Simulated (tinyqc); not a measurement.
Circular transfer-length structure: one step of the calculation.

A disc contact of radius r0 and a very wide ring contact from r1 = r0 + sp outwards lie on a thin layer; the metal has no resistance and the sheet resistance under the contacts equals Rsh.

Task. The large-radius form. Transfer length Lt = sqrt(rc/Rsh). R = (Rsh/2 pi) [(Lt/r0) I0(r0/Lt)/I1(r0/Lt) + ln(r1/r0) + (Lt/r1) K0(r1/Lt)/K1(r1/Lt)] with modified Bessel functions; for r0 >> Lt both ratios tend to 1. Large radius: R = (Rsh/2 pi) [Lt (1/r0 + 1/r1) + ln(r1/r0)], and linearised for sp << r0: Rsh (sp + 2 Lt)/(2 pi r0).

Parameters, values chosen for the exercise:
```
symbol   value      unit                                      meaning
Rsh        200    ohm/sq  sheet resistance of the semiconductor layer
rc      2.7e-6  ohm cm^2                 specific contact resistivity
r0          33        um                  radius of the inner contact
sp          11        um                     gap between the contacts
```

Give: large-radius R; linearised R.

Result.

large-radius R = 11.12 ohm
linearised R = 12.85 ohm

tinyqc, about 0.01 s, one thread, Intel Xeon 2.30GHz (shared host): `OMP_NUM_THREADS=1 python tinyqc.py 2760053 2760054 out.jsonl`
